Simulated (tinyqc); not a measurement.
Implant damage, amorphisation by cascade overlap, and solid-phase epitaxial regrowth: one step, computed by the program tinyqc.

Range and width of the damage are inputs. Dynamic annealing enters only through the surviving share f.

Question. Damage energy and displacements per ion. Robinson partition: eps = E a M2/(Z1 Z2 (e^2/(4 pi eps_0)) (M1 + M2)), a = 0.8853 a_0/sqrt(Z1^(2/3) + Z2^(2/3)); k = 0.0793 Z1^(2/3) Z2^(1/2) (M1 + M2)^(3/2)/((Z1^(2/3) + Z2^(2/3))^(3/4) M1^(3/2) M2^(1/2)); damage energy T_d = E/(1 + k (eps + 0.40244 eps^(3/4) + 3.4008 eps^(1/6))); displacements nu = 0.8 T_d/(2 E_d).

Inputs (values chosen for the exercise, modelled on arsenic ions in germanium):
```
quantity                 value  unit
ion Z1                      33     -
ion mass M1               74.9     u
target Z2                   32     -
target mass M2           72.63     u
ion energy E                18   keV
displacement energy E_d     13    eV
```

Constants: a_0 = 0.529177210903 angstrom; e^2/(4 pi eps_0) = 14.39964548 eV angstrom.

Give: reduced energy eps; k; damage energy T_d; T_d/E; displacements per ion nu.

Answer.

reduced energy eps = 0.06049

k = 0.1561

damage energy T_d = 13.34 keV

T_d/E = 0.7408

displacements per ion nu = 410.3

26 % of the energy goes to electrons.
